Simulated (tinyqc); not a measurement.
Worked calculation: classical nucleation, growth and JMAK kinetics of crystallisation from a melt or glass. Computed by tinyqc, a small Python program that keeps every step. Command: `OMP_NUM_THREADS=1 python tinyqc.py 3020309 3020310 out.jsonl nucl walk`. One thread of a shared host (Intel(R) Xeon(R) Processor @ 2.30GHz), about 0.01 s of CPU time with the checks. Intermediate numbers are printed to about 5 digits and carried at full precision; extremes and crossings named in words are read from the listed rows.

A spherical nucleus cap on a flat wall with a sharp interface of isotropic energy gamma; lambda = Omega^(1/3) is the jump distance.

Inputs (values chosen for the exercise, for a model substance):
```
quantity                        value        unit
melting point T_m                1100           K
heat of melting per volume H     1450      J/cm^3
interface energy gamma          0.116       J/m^2
atomic volume Omega              18.1  angstrom^3
temperature T                     869           K
diffusion prefactor D0        2.5e-06       m^2/s
activation energy Q              1.46          eV
contact angle theta                50     degrees
wall area per volume S_v      1.4e+06         1/m
time t                        2.9e-06           s
```

Nucleation: on a flat wall. Driving force: Turnbull (linear).

Constants: e = 1.602176634e-19 C; k_B = 1.380649e-23 J/K; k_B = 8.617333262e-05 eV/K.

## Critical nucleus

Driving force per volume: dG = H (T_m - T)/T_m. Shape factor f = (2 + cos theta)(1 - cos theta)^2/4. W(r) = f [4 pi r^2 gamma - (4/3) pi r^3 dG]; r* = 2 gamma/dG; W* = f 16 pi gamma^3/(3 dG^2); n* = f (4/3) pi r*^3/Omega.

driving force dG = 304.5 J/cm^3

shape factor f = 0.084305

critical radius r* = 0.76190 nm

barrier W* = 0.14842 eV

atoms in the nucleus n* = 8.6291

W*/(k_B T) = 1.9820

The wall leaves r* unchanged and cuts the barrier to 8.4 % of the homogeneous value. W* equals n* Omega dG/2 = 0.148 eV. Caution: with under 20 atoms in the nucleus or a barrier under 10 k_B T the capillary model is only a guide.

## Steady nucleation rate

D = D0 exp(-Q/(k_B T)); attachment rate k+ = (A*/lambda^2) D/lambda^2 with A* = 2 pi r*^2 (1 - cos theta); Zeldovich factor Z = sqrt(W*/(3 pi k_B T))/n*; sites per volume N = S_v/lambda^2; I = N Z k+ exp(-W*/(k_B T)); lag time = 1/(4 pi Z^2 k+).

diffusivity D = 8.5241e-15 m^2/s

attachment rate k+ = 2.3370e+06 1/s

Zeldovich factor Z = 0.053143

sites N = 2.0308e+25 1/m^3

nucleation rate I = 3.4754e+29 1/(m^3 s)

lag time = 1.2057e-05 s

A rise of gamma by 5 % would change I by a factor of about exp(-W*/(k_B T) (1.05^3 - 1)) = 0.73.

## Growth velocity

Growth (Wilson-Frenkel): u = (D/lambda) [1 - exp(-dG Omega/(k_B T))]. D = D0 exp(-Q/(k_B T)).

growth velocity u = 1.1958e-05 m/s

## Fraction transformed and grain size

JMAK with steady nucleation and growth, nuclei spread at random: extended fraction X_e = (pi/3) I u^3 t^4, X = 1 - exp(-X_e); t_X = [-3 ln(1 - X)/(pi I u^3)]^(1/4); final grains per volume = Gamma(5/4) (3/pi)^(1/4) (I/u)^(3/4), Gamma(5/4) = 0.9064024771. Grain size = (grains per volume)^(-1/3).

extended fraction = 4.4012e-08

fraction X at t = 4.4012e-08

half time t_0.5 = 1.8269e-04 s

grains per volume = 6.3072e+25 1/m^3

grain size = 0.0025122 micrometre

t is 0.016 half times: nearly nothing has crystallised. Caution: the grain size is near the critical size, where JMAK theory fails. Caution: grains come out smaller than the spacing of the walls, so nuclei are not spread at random as JMAK assumes.

## Nose of the time-temperature curve

JMAK with steady nucleation and growth, nuclei spread at random: extended fraction X_e = (pi/3) I u^3 t^4, X = 1 - exp(-X_e); t_X = [-3 ln(1 - X)/(pi I u^3)]^(1/4); final grains per volume = Gamma(5/4) (3/pi)^(1/4) (I/u)^(3/4), Gamma(5/4) = 0.9064024771. The nose is the T between 0.3 and 0.97 T_m where I u^3 is largest; the time is for X = 1e-6, and the critical cooling rate is estimated as (T_m - T_nose)/t_nose.

nose temperature = 951.20 K

nose time = 2.9997e-06 s

critical cooling rate = 4.9604e+07 K/s

The nose lies at 0.86 T_m. Rapid quenching of thin ribbons or droplets could reach this. Caution: at the nose the nucleus has under 20 atoms or the barrier is under 10 k_B T, so the result is only a guide. Caution: at the nose the lag time is not small against the nose time, so steady nucleation overstates the critical cooling rate.

## Nucleation and growth against temperature

Grain size = (grains per volume)^(-1/3). Rows are kept where W*/(k_B T) < 70.

Rates:
```
T (K)  W*/(k_B T)  I (1/(m^3 s))     u (m/s)   t_0.5 (s)  grain size (micrometre)
550         0.552     2.2396e+25  3.2769e-10  5.3834e+00                 0.002029
605         0.620     3.2835e+26  4.9612e-09  3.5845e-01                 0.002045
660         0.719     2.9365e+27  4.6257e-08  3.8847e-02                 0.002066
715         0.867     1.7530e+28  2.9507e-07  6.1917e-03                 0.002101
770         1.096     7.3010e+28  1.3849e-06  1.3592e-03                 0.002165
825         1.473     2.0976e+29  5.0256e-06  3.9708e-04                 0.002295
880         2.158     3.6962e+29  1.4532e-05  1.5542e-04                 0.002597
935         3.610     2.6035e+29  3.3792e-05  9.0094e-05                 0.003501
979         6.412     3.4882e+28  5.5824e-05  1.0220e-04                 0.006561
1012       11.727     2.9652e+26  7.1210e-05  2.8040e-04                 0.022962
```

Among these rows I peaks at 880 K, u at 1012 K and the change is fastest at 935 K, between the two. Growth has no barrier W*, so it peaks nearer T_m than nucleation. The grain size goes as (u/I)^(1/4), from 0.0020 micrometre at the lowest T to 0.023 at the highest. Caution: in the coldest rows the nucleus has under 20 atoms or the barrier is under 10 k_B T, where the capillary model and steady rates are only a guide.

Checks made by the program: r* and W* against a numerical maximum of W(r) (relative difference 2e-10).
